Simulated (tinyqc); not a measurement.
# Changing the ratio (V/G)/xi_c

Model: nucleation and growth of vacancy voids in a cooling silicon-like crystal. Computed by tinyqc, a small Python program. Command: `OMP_NUM_THREADS=1 python tinyqc.py 3018945 3018946 out.jsonl voids sweep`. One thread of a shared host (Intel(R) Xeon(R) Processor @ 2.30GHz), about 0.1 s of CPU time with the checks.

Spherical voids; vacancies are lost only to voids.

Inputs (values chosen for the exercise, close to those used for silicon):
```
quantity                                    value    unit
vacancy density at the melting point C_m  7.7e+14  1/cm^3
formation energy E_f                         3.79      eV
melting point T_m                            1685       K
diffusion prefactor D0                    0.00046  cm^2/s
migration energy E_m                         0.36      eV
site density rho                            5e+22  1/cm^3
void surface energy gamma                   0.805   J/m^2
cooling rate q                                1.6   K/min
limit of the excess at high V/G           1.1e+14  1/cm^3
temperature step                             0.25       K
```

Vacancy supply: from V/G.

Constants: k_B = 8.617333262e-05 eV/K; k_B = 1.380649e-23 J/K.

Method:
- C = C_x (u - 1)/(u + 0.2) with u = (V/G)/xi_c, a form chosen for the exercise.
- C_e = C_m exp[-(E_f/k_B)(1/T - 1/T_m)]; D = D0 exp(-E_m/(k_B T)); f = k_B T ln(C/C_e); r* = 2 gamma/(rho f); W* = 16 pi gamma^3/(3 rho^2 f^2); Z = f/sqrt(12 pi W* k_B T); I = rho Z (4 pi r* D C) exp(-W*/(k_B T)).
- March down from 1500 K in steps dT, dt = dT/q, with values at the upper end of each step: a class of I dt voids is born with r*; then all classes grow by r^2 += 2 D (C - C_e) dt/rho; C falls by the vacancies added to voids. Stop at 1150 K. T_n is the T of the largest I, N the final count (classes under 1e-6 /cm^3 are dropped), and the mean radius the number average.

One run for each value; columns: (1) ratio (V/G)/xi_c; (2) initial excess C (1/cm^3); (3) temperature of peak nucleation T_n (K); (4) void density N (1/cm^3); (5) mean radius (nm):
```
(1)          (2)      (3)         (4)     (5)
1.33  2.3725e+13  1326.75  3.5543e+06  31.474
1.61  3.7072e+13  1349.75  2.5851e+06  40.632
1.89  4.6842e+13  1362.25  2.1879e+06  46.450
2.16  5.4068e+13  1370.00  1.9752e+06  50.422
2.44  6.0000e+13  1375.50  1.8339e+06  53.515
2.72  6.4795e+13  1379.75  1.7361e+06  55.920
3.00  6.8750e+13  1383.00  1.6643e+06  57.848
```

Over the rows, initial excess C (1/cm^3) rises from 2.37e13 to 6.88e13 (exponent d ln y / d ln x 2.3 between the first rows and 0.60 between the last); temperature of peak nucleation T_n (K) rises from 1330 to 1380 (exponent d ln y / d ln x 0.090 between the first rows and 0.024 between the last); void density N (1/cm^3) falls from 3.55e6 to 1.66e6 (exponent d ln y / d ln x -1.7 between the first rows and -0.43 between the last). Near the neutral ratio the excess is small, nucleation late, and the voids small and many. Left out: 1.05 (too little supersaturation at T).

Extremes, crossings and ranges named in words are read from the listed rows.
